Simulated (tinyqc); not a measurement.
# Capacitances against the space between lines

Endless row of lines of width wl, height tl and space sl between grounded planes at distance hd; e2 fills the gaps beside the lines, e1 the rest. Laplace's equation is solved on meshes of 3, 6 and 12 steps per unit u and extrapolated (Aitken), which is good to about 0.2 %. C_even (all lines at 1 V) is the capacitance Cg to the planes; C_odd (neighbours in antiphase) = Cg + 4 Cc if only nearest neighbours couple, which defines Cc; total with quiet neighbours Cg + 2 Cc. Plate values 2 eps0 e1 wl/hd and eps0 e2 tl/sl.

Inputs (values chosen for the exercise):
- e1 = 2.4 (relative permittivity above and below the lines)
- e2 = 3.9 (relative permittivity between the lines)
- wl = 4 u (line width, in units u)
- tl = 12 u (line height)
- hd = 6 u (distance to each plane)

Constants: eps0 = 8.8541878128e-12 F/m. Results are converted to the units shown.

The same in every row: plate Cg (aF/um) = 28.3.

Result of one run:
columns A: sl (u); B: Cg (aF/um); C: Cc (aF/um); D: Cg + 2 Cc (aF/um); E: C_odd (aF/um); F: plate Cc (aF/um); G: share of coupling, 2 Cc/(Cg + 2 Cc) (%)
```
A     B    C    D    E    F     G
4  54.5  113  280  506  104  80.6
```

What becomes of these results when the space between lines sl is changed from 4 to 2 u, all else the same?

Result of the changed run:
columns A: sl (u); B: Cg (aF/um); C: Cc (aF/um); D: Cg + 2 Cc (aF/um); E: C_odd (aF/um); F: plate Cc (aF/um); G: share of coupling, 2 Cc/(Cg + 2 Cc) (%)
```
A     B    C    D    E    F     G
2  41.9  225  492  942  207  91.5
```

The whole series:
columns A: sl (u); B: Cg (aF/um); C: Cc (aF/um); D: Cg + 2 Cc (aF/um); E: C_odd (aF/um); F: plate Cc (aF/um); G: share of coupling, 2 Cc/(Cg + 2 Cc) (%)
```
A      B     C    D    E     F     G
2   41.9   225  492  942   207  91.5
4   54.5   113  280  506   104  80.6
6   66.0  73.2  212  359  69.1  68.9
8   76.5  52.3  181  286  51.8  57.8
12  94.4  30.1  155  215  34.5  39.0
16   108  18.6  145  182  25.9  25.6
24   125  7.47  140  155  17.3  10.7
```

As sl goes from 2 to 24, Cg rises from 41.9 to 125 aF/um, Cc falls from 225 to 7.47 aF/um and the share of coupling falls from 91.5 to 10.7 %. Cg is 1.48 times its plate value in the first row and 4.42 times in the last; for Cc the ratios are 1.09 and 0.433. Neighbours in antiphase raise the load by a factor of 1.91 and 1.11 over quiet ones. For sl = 2 the planes are farther than 0.8 of the pitch, so second neighbours couple too and Cg + 2 Cc understates the quiet load by a per cent or more.

tinyqc, about 1 s, one thread, Intel Xeon 2.30GHz (shared host): `OMP_NUM_THREADS=1 python tinyqc.py 2790180 2790181 out.jsonl`
